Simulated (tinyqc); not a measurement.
Deep-level transient spectroscopy (DLTS) of one majority-carrier trap: one step, computed by the program tinyqc.

A filling pulse loads the traps in a one-sided junction; under reverse bias they empty at the rate e, and the capacitance relaxes as C(t) = C_0 - dC exp(-e t). The signal is S = [C(t_2) - C(t_1)]/dC.

Task: Emission rate at T. e = g sigma v N_b exp(-E/k_B T), v = sqrt(3 k_B T/m), N_b = 2 M (2 pi m k_B T/h^2)^(3/2), sigma = sigma_0, E = E_t - dE with the one-dimensional Poole-Frenkel lowering dE = sqrt(e^3 F/(pi eps eps_0)), F being held as an input apart from the bias (the centre is charged when empty).

Inputs (values chosen for the exercise, with mass and screening modelled on silicon): density-of-states mass m = 0.316 m_0; valleys M = 6; trap depth E_t = 0.315 eV; cross-section sigma_0 = 3.7e-16 cm^2; degeneracy ratio g = 1; temperature T = 150 K; dielectric constant eps = 11.7; mean field F = 210000 V/cm.

Carriers: electrons. Extra term: Poole-Frenkel lowering.

Constants: k_B = 8.617333262e-05 eV/K; k_B = 1.380649e-23 J/K; m_0 = 9.1093837015e-31 kg; h = 6.62607015e-34 J s; e = 1.602176634e-19 C; eps_0 = 8.8541878128e-12 F/m.

Give: thermal velocity v; N_b; sigma; E; emission rate e.

Result:

thermal velocity v = 1.469e+07 cm/s

N_b = 9.456e+18 cm^-3

sigma = 3.70e-16 cm^2

E = 0.2133 eV

emission rate e = 3496 1/s
